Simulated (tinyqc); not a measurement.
# Capacitance measurement on a leaky thin oxide: effects of series resistance and leakage: two studies

The device is a capacitance C in parallel with a leakage conductance G, in series with Rs and Ls. An impedance meter reports either a parallel pair (Cp, Gp) from Y = 1/Z = Gp + i w Cp or a series pair (Cs, Rm) from Z = Rm + 1/(i w Cs); w = 2 pi f, dissipation D = Gp/(w |Cp|).

Values chosen for this exercise; values of the order met in thin-oxide MOS capacitors: relative permittivity of the gate insulator (close to silicon dioxide) eox = 3.9; insulator thickness tox = 1.3 nm; gate area A = 400 um^2; oxide-equivalent thickness added by the accumulation layer zc = 0.45 nm; oxide-equivalent thickness added by gate depletion zp = 0 nm; gate leakage current density, not matched to the thickness Jg = 0.0004 A/cm^2; voltage for an e-fold rise of the leakage Vs = 0.2 V; series resistance Rs = 100 ohm; series inductance Ls = 0 nH; measuring frequency f = 1e6 Hz.

Constants: eps0 = 8.8541878128e-14 F/cm where lengths are in cm. Results are converted to the units shown.

Each table varies one quantity; the others keep the values above.

## Readings against frequency

EOT = 3.9 tox/eox; CET = EOT + zc + zp; C = 3.9 eps0 A/CET; G = Jg A/Vs. Z = Rs + i w Ls + 1/(G + i w C); CET read from Cp = 3.9 eps0 A/Cp; errors under 0.001 % are printed as 0.

The same in every row: C (pF) = 7.893.

Result of one run:

| f (Hz) | Cp (pF) | Cs (pF) | D | error of Cp (%) | error of Cs (%) | CET read from Cp (nm) |
|---|---|---|---|---|---|---|
| 1e5 | 7.893 | 7.893 | 0.002109 | 0 | 0 | 1.750 |

What becomes of these results when the measuring frequency f is changed from 1e5 to 3e7 Hz, all else the same?

Result of the changed run:

| f (Hz) | Cp (pF) | Cs (pF) | D | error of Cp (%) | error of Cs (%) | CET read from Cp (nm) |
|---|---|---|---|---|---|---|
| 3e7 | 7.722 | 7.893 | 0.1488 | -2.17 | 0 | 1.789 |

The whole series:

| f (Hz) | Cp (pF) | Cs (pF) | D | error of Cp (%) | error of Cs (%) | CET read from Cp (nm) |
|---|---|---|---|---|---|---|
| 1000 | 7.893 | 8.098 | 0.1613 | 0 | 2.60 | 1.750 |
| 3000 | 7.893 | 7.916 | 0.05379 | 0 | 0.289 | 1.750 |
| 10000 | 7.893 | 7.895 | 0.01618 | 0 | 0.0260 | 1.750 |
| 30000 | 7.893 | 7.893 | 0.005526 | 0 | 2.89e-3 | 1.750 |
| 1e5 | 7.893 | 7.893 | 0.002109 | 0 | 0 | 1.750 |
| 3e5 | 7.893 | 7.893 | 0.002025 | 0 | 0 | 1.750 |
| 1e6 | 7.893 | 7.893 | 0.005121 | -2.62e-3 | 0 | 1.750 |
| 3e6 | 7.891 | 7.893 | 0.01493 | -0.0223 | 0 | 1.750 |
| 1e7 | 7.873 | 7.893 | 0.04961 | -0.245 | 0 | 1.754 |
| 3e7 | 7.722 | 7.893 | 0.1488 | -2.17 | 0 | 1.789 |

D goes from 0.161 through a minimum of 0.00203 (at f = 3e5 Hz among the rows listed) to 0.149; without inductance its minimum lies at f = sqrt(G (1 + G Rs)/Rs)/(2 pi C) = 1.80e5 Hz. The error of Cp goes from 0 to -2.17 % and that of Cs from 2.60 to 0 %; at low frequency Cp tends to C/(1 + G Rs)^2 and Cs grows as 1 + (G/(w C))^2. One of the two readings is within 2 % of C for f = 1000, 3000, 10000, 30000, 1e5, 3e5, 1e6, 3e6, 1e7, 3e7 Hz.

## Effect of the gate area

Same model as above.

Rs is held fixed.

Effect of the gate area:

| A (um^2) | C (pF) | Cp (pF) | Cs (pF) | D | error of Cp (%) | error of Cs (%) | CET read from Cp (nm) |
|---|---|---|---|---|---|---|---|
| 20 | 0.3946 | 0.3946 | 0.3946 | 4.093e-4 | 0 | 0 | 1.750 |
| 70 | 1.381 | 1.381 | 1.381 | 0.001029 | 0 | 0 | 1.750 |
| 200 | 3.946 | 3.946 | 3.946 | 0.002641 | 0 | 0 | 1.750 |
| 600 | 11.84 | 11.84 | 11.84 | 0.007600 | -5.77e-3 | 0 | 1.750 |
| 2000 | 39.46 | 39.44 | 39.46 | 0.02496 | -0.0622 | 0 | 1.751 |
| 5000 | 98.66 | 98.28 | 98.66 | 0.06215 | -0.385 | 0 | 1.757 |
| 10000 | 197.3 | 194.3 | 197.3 | 0.1241 | -1.52 | 0 | 1.777 |
| 40000 | 789.3 | 633.4 | 789.3 | 0.4961 | -19.7 | 0 | 2.181 |

What does the comparison show?

As A goes from 20 to 40000, the error of Cp goes from 0 to -19.7 %, that of Cs from 0 to 0 %, and D rises from 4.09e-4 to 0.496. The CET read from Cp goes from 1.75 to 2.18 nm against the true 1.75 nm. G/(w C) does not depend on the area, while G Rs and w C Rs grow with it.

Numbers from tinyqc (`OMP_NUM_THREADS=1 python tinyqc.py 2022092 2022093 out.jsonl`; about 0.01 s on one thread of a shared Intel Xeon 2.30GHz).
